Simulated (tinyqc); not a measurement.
Comparisons within one model: sp3s* tight binding. A value that a table varies takes the place of the one given here.

sp3s* tight binding, nearest neighbours only: anion (a) at 0, cation (c) at a/4 (1,1,1), orbitals s, px, py, pz, s* on each; k in units of 2 pi/a. With phases e_j = exp(i (pi/2) k.n_j) for n = (1,1,1), (1,-1,-1), (-1,1,-1), (-1,-1,1): g0 = (e1+e2+e3+e4)/4, g1 = (e1+e2-e3-e4)/4, g2 = (e1-e2+e3-e4)/4, g3 = (e1-e2-e3+e4)/4. The diagonal holds the levels Esa, Epa, Exa (s*) and Esc, Epc, Exc. Anion-cation block: <sa|sc> = Vss g0; <sa|xc> = Vsapc g1; <xa|sc> = -Vscpa g1; <xa|xc> = Vxx g0; <xa|yc> = <ya|xc> = Vxy g3, <xa|zc> = <za|xc> = Vxy g2, <ya|zc> = <za|yc> = Vxy g1; <s*a|xc> = Vxapc g1; <xa|s*c> = -Vpaxc g1; y and z take g2 and g3 in place of g1; s-s* and s*-s* vanish.

Values chosen for the exercise (near a published set for GaAs, fitted to gaps, whose masses and valley positions are rough; the results hold for these values, not for the real material): Esa = -8.304 eV (s level of the anion); Epa = 1.046 eV (p level of the anion); Esc = -2.667 eV (s level of the cation); Epc = 3.686 eV (p level of the cation); Exa = 8.569 eV (s* level of the anion); Exc = 6.763 eV (s* level of the cation); Vss = -6.436 eV (s-s); Vxx = 1.95 eV (px-px); Vxy = 5.114 eV (px-py); Vsapc = 4.47 eV (s anion, p cation); Vscpa = 5.763 eV (s cation, p anion); Vxapc = 4.877 eV (s* anion, p cation); Vpaxc = 4.785 eV (p anion, s* cation); eta = 1.8 (scaling exponent); D001 = 0.95 (ratio -ezz/exx).

## What the s* orbital does

The s* couplings Vxapc and Vpaxc are scaled by f; f = 0 is the plain sp3 model. Gaps from the top of the valence band at Gamma; the Delta value is the minimum on (x,0,0), 0.5 <= x <= 1.

Gaps (eV):
```
f      Gamma   Delta       L  x of the minimum
0.00  1.5294  4.0475  2.8660             0.500
0.25  1.5294  3.9252  2.7576             0.500
0.50  1.5294  3.6164  2.4715             0.500
0.75  1.5294  3.0209  2.0839             1.000
0.90  1.5294  2.4064  1.8289             1.000
1.00  1.5294  1.9912  1.6549             1.000
1.10  1.5294  1.5741  1.4791             1.000
```

What does this show, and why?

The gap at Gamma stays, since g1 to g3 vanish there. From f = 0 to 1 the s* levels lower the Delta value by 2.056 eV and L by 1.211 eV. For f = 0, 0.25 and 0.5 the least value lies at x = 0.5, the end of the range: any valley further out lies above that value until s* has lowered it enough. The lowest of the three is Gamma at both f = 0 and f = 1.

## Hydrostatic strain (sp3s* tight binding, strained)

Strain e moves each bond vector to d = (1 + e) d0 (no internal displacement for the diagonal strains used here) and k is given in fractions of the strained reciprocal cell, so the phases stay. Two-centre values Vss_sigma = Vss/4, Vsp_sigma = sqrt3 V/4 for each s-p and s*-p pair, Vpp_sigma = (Vxx + 2 Vxy)/4, Vpp_pi = (Vxx - Vxy)/4 are scaled by (d0/d)^eta and combined with the new direction cosines; the levels on the diagonal stay.

exx = eyy = ezz = e. Gaps as measured from the top of the valence band; the deformation potentials are (gap(0.01) - gap(-0.01))/0.06.

Gaps (eV):
```
e       Gamma   Delta       L  x of the minimum
-0.03  1.9548  1.9757  1.8563             1.000
-0.02  1.8085  1.9805  1.7870             1.000
-0.01  1.6667  1.9857  1.7199             1.000
0.00   1.5294  1.9912  1.6549             1.000
0.01   1.3963  1.9972  1.5920             1.000
0.02   1.2673  2.0034  1.5311             1.000
0.03   1.1422  2.0100  1.4723             1.000
```

gap deformation potentials (eV): Gamma -4.507, Delta 0.192, L -2.132

How do the results move?

Per unit of volume strain the gaps move by -4.51 (Gamma), +0.19 (Delta) and -2.13 eV (L). The lowest valley changes from L to Gamma between e = -0.02 and -0.01. These potentials follow from the one exponent eta, which fitted models replace by one for each integral; with it the sizes are rough, the sign for Delta can be wrong (in Si, Ge and the III-V crystals measured values are small and positive), and the pressures at which valleys cross, and which valley takes over, are rough too. A gap of zero, where one is listed, marks an s level that has sunk below the valence top.

## Biaxial strain splits the top of the valence band (sp3s* tight binding, strained)

No spin-orbit coupling; k = 0; exx = eyy = e, ezz = -D001 e. The four bonds keep equal lengths, and the sums over them give Vxx(e) for px and py and Vzz(e) for pz; each level is the lower root of [[Epa, V], [V, Epc]], and the s level the upper root of the s block. The shear potential b follows from E(x,y) - E(z) = 3 b (exx - ezz), taken as the slope between e = -0.005 and 0.005.

Couplings and levels at Gamma (eV):
```
e           ezz  Vxx(e)  Vzz(e)   E(x,y)     E(z)  E(x,y) - E(z) (meV)  upper s level
-0.020   0.0190  1.8378  2.2470   0.1033  -0.2400                343.3         1.6138
-0.010   0.0095  1.8948  2.0969   0.0567  -0.1118                168.5         1.5775
-0.005   0.0047  1.9227  2.0230   0.0338  -0.0496                 83.4         1.5591
0.005   -0.0047  1.9769  1.8778  -0.0111   0.0707                -81.7         1.5220
0.010   -0.0095  2.0032  1.8064  -0.0330   0.1287               -161.7         1.5032
0.020   -0.0190  2.0546  1.6662  -0.0761   0.2403               -316.4         1.4654
```

b = -2.823 eV

How do the results move?

Under tension in the plane (e > 0) the bonds tilt towards the plane, Vxx grows to 2.0032 and Vzz falls to 1.8064 eV at e = 0.01, and the pz state forms the top of the valence band, by 161.7 meV; under compression (e = -0.01) the px, py pair does, by 168.5 meV. The slope gives b = -2.82 eV, a rough value, since on-site strain terms are left out (measured values lie near -2 eV).

## What each parameter does

Gaps from the top of the valence band at Gamma; Delta is the minimum on (x,0,0), 0.5 <= x <= 1. Each row changes one parameter from the base and keeps the others.

Results:
```
case             Ev (eV)  gap Gamma (eV)  gap Delta (eV)  gap L (eV)
base              0.0112          1.5294          1.9912      1.6549
Exa = 8.769 eV    0.0112          1.5294          2.0538      1.6711
Vxx = 2.25 eV    -0.2426          1.7832          2.2451      1.9512
Esc = -2.967 eV   0.0112          1.3205          1.9912      1.5365
Exc = 7.063 eV    0.0112          1.5294          1.9912      1.6713
Vxy = 4.814 eV    0.0112          1.5294          1.9912      1.7404
Esa = -8.504 eV   0.0112          1.4701          1.9699      1.6253
```

How do the results move?

The largest shifts from the base row, up to three for each result and ties (the steps differ in size, so this ranks the rows, not the parameters). Ev (eV): Vxx -0.2539; unchanged at the printed digits by Exa, Esc, Exc, Vxy and Esa. gap Gamma (eV): Vxx +0.2539, Esc -0.2088, Esa -0.0593; unchanged at the printed digits by Exa, Exc and Vxy. gap Delta (eV): Vxx +0.2539, Exa +0.0626, Esa -0.0213; unchanged at the printed digits by Esc, Exc and Vxy. gap L (eV): Vxx +0.2963, Esc -0.1183, Vxy +0.0855. Exa, Exc and Vxy cannot move Ev or the gap at Gamma, whose blocks do not hold them; s parameters never move Ev, and move the gap only where the lowest empty level at Gamma is s-like.

(tinyqc, `OMP_NUM_THREADS=1 python tinyqc.py 1452073 1452074 out.jsonl`, Intel(R) Xeon(R) Processor @ 2.30GHz, 1 thread, shared host, about 0.1 s.)
